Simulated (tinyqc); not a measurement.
Thermal, flicker and telegraph noise of a field-effect transistor: one step, computed by the program tinyqc. Command: `OMP_NUM_THREADS=1 python tinyqc.py 3014373 3014374 out.jsonl noise walk`. One thread of a shared host (Intel(R) Xeon(R) Processor @ 2.30GHz), about 0.01 s of CPU time with the checks.

Strong inversion, threshold roll-off and channel-length modulation left out; noise sources are uncorrelated and are given as one-sided spectral densities.

Question. Flicker noise. C_ox = 3.9 eps_0/t; V_c = 2 v_s L/mu; I = W C_ox v_s V_ov^2/(V_ov + V_c); g_m = W C_ox v_s V_ov (V_ov + 2 V_c)/(V_ov + V_c)^2; g_d0 = mu C_ox (W/L) V_ov. Tunnelling length lambda = hbar/(2 sqrt(2 m_ox phi)); flat-band noise S_Vfb = e^2 k_B T lambda N_t/(W L C_ox^2 f). S_I = g_m^2 S_Vfb.

Inputs (values chosen for the exercise, modelled on a high-k silicon transistor):
```
quantity,value,unit
width W,0.91,micrometre
length L,340,nm
electrical oxide thickness t,2.3,nm
mobility mu,430,cm^2/(V s)
saturation velocity v_s,0.8,1e7 cm/s
overdrive V_ov,0.25,V
oxide trap density N_t,5.8e+15,1/(eV cm^3)
oxide barrier phi,3.2,eV
oxide mass m_ox,0.44,m_0
frequency f,70,Hz
temperature T,400,K
```

Operating region: saturation. Flicker model: number fluctuation.

drain current I = 45.08696 microampere

Constants: eps_0 = 8.8541878128e-12 F/m; hbar = 1.054571817e-34 J s; m_0 = 9.1093837015e-31 kg; e = 1.602176634e-19 C; k_B = 8.617333262e-05 eV/K.

Give: tunnelling length lambda; S_Vfb; flicker S_I; flicker S_I/I^2.

Answer.

tunnelling length lambda = 0.8225 angstrom

S_Vfb = 8.646e-14 V^2/Hz

flicker S_I = 9.469e-21 A^2/Hz

flicker S_I/I^2 = 4.658e-12 1/Hz

Caution: fewer than one trap per decade of time constant is active, so one device shows telegraph steps and the 1/f law is only a mean over many devices.
